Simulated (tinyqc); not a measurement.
Velocity overshoot from momentum and energy balance equations after a field step: one step, computed by the program tinyqc.

At t = 0 the field jumps from 0 to F in a uniform sample. v is the drift velocity and u = w - (3/2) k_B T the excess energy per carrier.

Problem. Constants and steady state. dv/dt = e F/m - v/tau_m(u), du/dt = e F v - u/tau_E, tau_m(u) = tau_0/(1 + c u), tau_0 = m mu_0/e, c = mu_0/(e tau_E v_s^2); this choice gives the steady state v (1 + mu_0 F v/v_s^2) = mu_0 F, which saturates at v_s. Steady velocity v = 2 mu_0 F/(1 + sqrt(1 + 4 (mu_0 F/v_s)^2)); u = e F v tau_E; carrier temperature T + 2u/(3 k_B), neglecting the drift energy m v^2/2.

Inputs (values chosen for the exercise, modelled on electrons in strained silicon except for tau_E):

| quantity | value | unit |
|---|---|---|
| effective mass m | 0.21 | m_0 |
| low-field mobility mu_0 | 2400 | cm^2/(V s) |
| saturation velocity v_s | 0.98 | 1e7 cm/s |
| energy relaxation time tau_E | 0.4 | ps |
| field after the step F | 47 | kV/cm |
| lattice temperature T | 300 | K |

Scheme: explicit Euler.

Constants: m_0 = 9.1093837015e-31 kg; e = 1.602176634e-19 C; k_B = 8.617333262e-05 eV/K.

Give: tau_0; c; acceleration e F/m; steady velocity; steady excess energy; steady carrier temperature.

Solution.

tau_0 = 286.6 fs

c = 62.47 1/eV

acceleration e F/m = 0.03936 1e7 cm/s per fs

steady velocity = 0.9384 1e7 cm/s

steady excess energy = 0.1764 eV

steady carrier temperature = 1665 K

tau_E/tau_0 = 1.40, and in the steady state tau_m has shrunk to 23.8 fs.
